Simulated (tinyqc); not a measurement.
# Error from band bending against W

In A the levels shift by pb (1 - z/W)^2 for z < W. The signal from depth z is weighted by exp(-z/le)/le, so the centroid shifts by pb [1 - 2/a + (2/a^2)(1 - exp(-a))], a = W/le, and the error of iA against its value at the interface is that less pb.

Inputs (values chosen for the exercise):
- pb = -0.55 V (band bending in A at the interface)
- le = 1.9 nm (escape depth)

Results:
```
W (nm),a,centroid shift (eV),error (meV)
2.8,1.4737,-0.19405,355.95
8.6,4.5263,-0.36009,189.91
15,7.8947,-0.42831,121.69
26,13.684,-0.47549,74.510
45,23.684,-0.50552,44.483
79,41.579,-0.52418,25.819
140,73.684,-0.53527,14.726
240,126.32,-0.54136,8.6394
```

Estimate the missing row, W = 5 nm.

Computed row:
```
W (nm),a,centroid shift (eV),error (meV)
5,2.6316,-0.27941,270.59
```

With this row back in the table: The size of the error falls from 356 to 8.64 meV; for large a it is 2 |pb|/a. It is below 50 meV, a typical accuracy of the method, in 4 of the 9 rows. Heavily doped substrates and deep-probing photons need the correction.

Computed by the program tinyqc: `OMP_NUM_THREADS=1 python tinyqc.py 2410007 2410008 out.jsonl`, one thread of a shared Intel Xeon 2.30GHz, about 0.01 s for the whole run.
